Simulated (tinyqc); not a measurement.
Front-illuminated p-i-n photodiode, quantum efficiency and bandwidth: two steps of the calculation.

Light enters through a p layer (0 to xp), a depleted layer (xp to xp + wi) and a thick n substrate, decaying as exp(-al x); one pass, no back reflection. Carriers made in the depleted layer are all collected; those in the neutral layers diffuse.

Values chosen for this exercise; values close to those of In0.53Ga0.47As at this wavelength:
- lam = 1550 nm (wavelength)
- al = 7110 1/cm (absorption coefficient)
- Rf = 0.3 (reflectance of the front face)
- eps_r = 13.3 (relative permittivity)
- xp = 0.054 um (thickness of the front p layer)
- wi = 2.3 um (thickness of the depleted layer)
- Dn = 67 cm^2/s (electron diffusion coefficient in the p layer)
- Ln = 3 um (electron diffusion length in the p layer)
- S = 2e5 cm/s (recombination velocity of the front surface)
- Lp = 17 um (hole diffusion length in the thick n substrate)
- ve = 6.81e6 cm/s (electron drift velocity)
- vh = 5.02e6 cm/s (hole drift velocity)
- dia = 22 um (diameter)
- RL = 50 ohm (load resistance)
- Cp = 80 fF (parasitic capacitance)
- f = 15 GHz (modulation frequency)

Constants: q = 1.602176634e-19 C, h = 6.62607015e-34 J s, c = 299792458 m/s, eps0 = 8.8541878128e-14 F/cm where lengths are in cm. Results are converted to the units shown.

Problem 1. Quantum efficiency. k = al Ln, s = S Ln/Dn, e = exp(-al xp); front layer f1 = (k/(k^2 - 1)) {[s + k - e (s cosh(xp/Ln) + sinh(xp/Ln))]/[s sinh(xp/Ln) + cosh(xp/Ln)] - k e}; depleted layer f2 = e (1 - exp(-al wi)); substrate f3 = e exp(-al wi) al Lp/(1 + al Lp); external efficiency (1 - Rf)(f1 + f2 + f3); responsivity = efficiency q lam/(h c).

Wanted: s; f1; f2; f3; external efficiency; responsivity.

Solution 1.

s = 0.8955
f1 = 0.03736
f2 = 0.7748
f3 = 0.1732
external efficiency = 0.6898
responsivity = 0.8623 A/W

The front layer absorbs 3.77 % of the light that enters and collects 99.2 % of that. Diffusion from the neutral layers makes up 21.4 % of the current.

Problem 2. Response at one frequency. Drift response for pairs made in the depleted layer, a = al wi, g = 1 - exp(-a), u = 2 pi i f, te = wi/ve, th = wi/vh: electrons He = [g - a (exp(-a) - exp(-u te))/(u te - a)]/(u te g), holes Hh = [g - a (1 - exp(-a - u th))/(a + u th)]/(u th g); C = eps0 eps_r pi (dia/2)^2/wi + Cp; total |He + Hh|/sqrt(1 + (2 pi f RL C)^2), for the current of the depleted layer alone.

Wanted: te; th; He; Hh; |He + Hh|; C; total response.

Solution 2.

te = 33.774 ps
th = 45.817 ps
He = 0.18600-0.41803i
Hh = 0.10889-0.20995i
|He + Hh| = 0.69377
C = 99.463 fF
total response = 0.62819

The drift response alone falls to 1/sqrt(2) at 14.6 GHz and the RC term alone at 32.0 GHz; together they give 12.9 GHz for this part of the current; the diffusion currents, left out, respond on their own time scales.

tinyqc, about 0.01 s, one thread, Intel Xeon 2.30GHz (shared host): `OMP_NUM_THREADS=1 python tinyqc.py 2250128 2250129 out.jsonl`
